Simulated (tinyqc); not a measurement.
Boltzmann transport in a parabolic band with a power-law relaxation time: sweeps and comparisons. A value that a table varies takes the place of the one given here.

F_j(eta) = (1/Gamma(j + 1)) integral_0^infinity x^j dx/(1 + exp(x - eta)), which tends to exp(eta) for eta << 0.

tau = tau0 x^r with x = E/kT. With K_j = Gamma(j + 1) F_j(eta): <tau> = tau0 (r + 3/2) K_(r+1/2)/((3/2) K_(1/2)); mu = <tau>/(mc m0/e), m0/e = 5.685630e-12 kg/C; Hall factor rH = (3/2) K_(1/2) (2r + 3/2) K_(2r+1/2)/((r + 3/2) K_(r+1/2))^2; Seebeck S = -(kB/e) [(r + 5/2) K_(r+3/2)/((r + 3/2) K_(r+1/2)) - eta]; Lorenz number L = (kB/e)^2 [(r + 7/2) K_(r+5/2)/((r + 3/2) K_(r+1/2)) - ((r + 5/2) K_(r+3/2)/((r + 3/2) K_(r+1/2)))^2]; kB/e in V/K. Valley anisotropy is left out of rH.

n = N F_1/2(eta) with N = 2 (m kB T/(4 pi c))^(3/2) with c = hbar^2/2m0, in 1/angstrom^3; times 1e24 for 1/cm^3, m = md.

Constants: kB = 8.617333262e-05 eV/K; hbar^2/2m0 = 3.80998211 eV angstrom^2.

Values chosen for the exercise (masses near those of Si; tau0 is set for a mobility of the usual size at this n, kL is a free input; freeze-out and phonon drag, which matter near 77 K, are left out; the results hold for these values, not for the real material):

| symbol | value | unit | meaning |
|---|---|---|---|
| ta | 210 | fs | acoustic tau at E = kT and 300 K |
| ti | 72 | fs | impurity tau at E = kT and 300 K |
| mc | 0.2568 | m0 | conductivity mass |
| md | 1.054 | m0 | density-of-states mass |
| tau0 | 1.1 | fs | tau at E = kT |
| r | 1.5 |  | exponent of tau |
| T | 77 | K |  |
| kL | 5.1 | W/(m K) | lattice thermal conductivity |
| n | 3.4e+19 | 1/cm^3 | electron density |

## The scattering mechanism

eta = 5.31221

Same eta for each exponent.

Results:

| r | mechanism | <tau>/tau0 | rH | S (microvolt/K) | L (1e-8 W ohm/K^2) |
|---|---|---|---|---|---|
| -0.5 | acoustic phonons | 0.415 | 1.025 | -52.7 | 2.201 |
| 0.0 | a constant relaxation time | 1.000 | 1.000 | -74.6 | 2.244 |
| 0.5 | polar optical or piezoelectric scattering | 2.461 | 1.020 | -95.8 | 2.325 |
| 1.5 | ionised impurities | 15.809 | 1.180 | -137.8 | 2.578 |

From r = -1/2 to 3/2 |S| grows by 85.1 microvolt/K, against 2 kB/e = 172.3 in the non-degenerate limit: scattering that favours fast electrons raises the mean energy carried. rH is 1 only for constant tau and reaches 1.180 for r = 3/2; L spans 2.201 to 2.578 against the metallic 2.443.

## Mobility against temperature (two scattering mechanisms together, and the Matthiessen rule)

Non-degenerate electrons. 1/tau(x) = x^(1/2)/tA + 1/(tI x^(3/2)), x = E/kT, with tA = ta (T/300)^(-3/2) and tI = ti (T/300)^(3/2) (the screening logarithm is held fixed). <tau> = integral x^(3/2) tau exp(-x) dx/Gamma(5/2); mu = <tau>/(mc m0/e), m0/e = 5.685630e-12 kg/C. Matthiessen: 1/mu = 1/muA + 1/muI with <tau>A = tA Gamma(2)/Gamma(5/2), <tau>I = tI Gamma(4)/Gamma(5/2).

rH = <tau^2>/<tau>^2. ta and ti are inputs of their own, not tied to tau0.

Mobilities (cm^2/(V s)):

| T (K) | acoustic | impurity | Matthiessen | exact | rH | Matthiessen/exact |
|---|---|---|---|---|---|---|
| 40 | 2.22e+04 | 108 | 108 | 107 | 1.887 | 1.011 |
| 60 | 1.21e+04 | 199 | 196 | 189 | 1.802 | 1.035 |
| 80 | 7.86e+03 | 306 | 295 | 274 | 1.688 | 1.075 |
| 120 | 4.28e+03 | 563 | 498 | 419 | 1.463 | 1.188 |
| 160 | 2.78e+03 | 867 | 661 | 506 | 1.301 | 1.305 |
| 220 | 1.72e+03 | 1.40e+03 | 772 | 548 | 1.159 | 1.408 |
| 300 | 1.08e+03 | 2.23e+03 | 728 | 516 | 1.073 | 1.410 |
| 400 | 703 | 3.43e+03 | 583 | 438 | 1.036 | 1.330 |
| 550 | 436 | 5.53e+03 | 404 | 332 | 1.031 | 1.218 |

The exact mobility peaks at 220 K of those listed. The two mechanisms are equal between 220 and 300 K. The rule overestimates everywhere, most at 300 K (by 41 %), since impurities stop the slow electrons and phonons the fast ones. rH runs between 1.031 and 1.887; the pure limits are 1.178 and 1.933, and the mixture dips below both, since the opposite energy slopes of the two rates leave tau nearly constant. Optical and intervalley phonons, left out, lower real mobilities above about 150 K.

## What moves the coefficients

sigma = e n mu with e = 1.602176634e-19 C; ZT = S^2 sigma T/(kL + L sigma T). Each row changes one parameter from the base and keeps the others.

Results:

| case | mu (cm^2/(V s)) | sigma (S/cm) | S (microvolt/K) | ZT |
|---|---|---|---|---|
| base | 119.1 | 648.8 | -137.8 | 0.0182 |
| md = 1.37 m0 | 90.03 | 490.4 | -168.6 | 0.0207 |
| mc = 0.3338 m0 | 91.63 | 499.1 | -137.8 | 0.0140 |
| n = 6.8e+19 1/cm^3 | 211.4 | 2304 | -92.8 | 0.0275 |
| tau0 = 1.65 fs | 178.7 | 973.2 | -137.8 | 0.0269 |
| kL = 2.55 W/(m K) | 119.1 | 648.8 | -137.8 | 0.0354 |
| T = 127 K | 72.39 | 394.3 | -199.1 | 0.0379 |

The largest shifts from the base row, up to three for each result and ties (the steps differ in size, so this ranks the rows, not the parameters). mu (cm^2/(V s)): n +92.3, tau0 +59.6, T -46.7; unchanged at the printed digits by kL. sigma (S/cm): n +1.65e+03, tau0 +324, T -254; unchanged at the printed digits by kL. S (microvolt/K): T -61.2, n +45.1, md -30.8; unchanged at the printed digits by mc, tau0 and kL. ZT: T +0.0198, kL +0.0173, n +0.00939. The row for T keeps tau0 fixed; for phonon scattering tau0 itself falls as T rises.

(tinyqc, `OMP_NUM_THREADS=1 python tinyqc.py 1680961 1680962 out.jsonl`, Intel(R) Xeon(R) Processor @ 2.30GHz, 1 thread, shared host, about 0.01 s.)
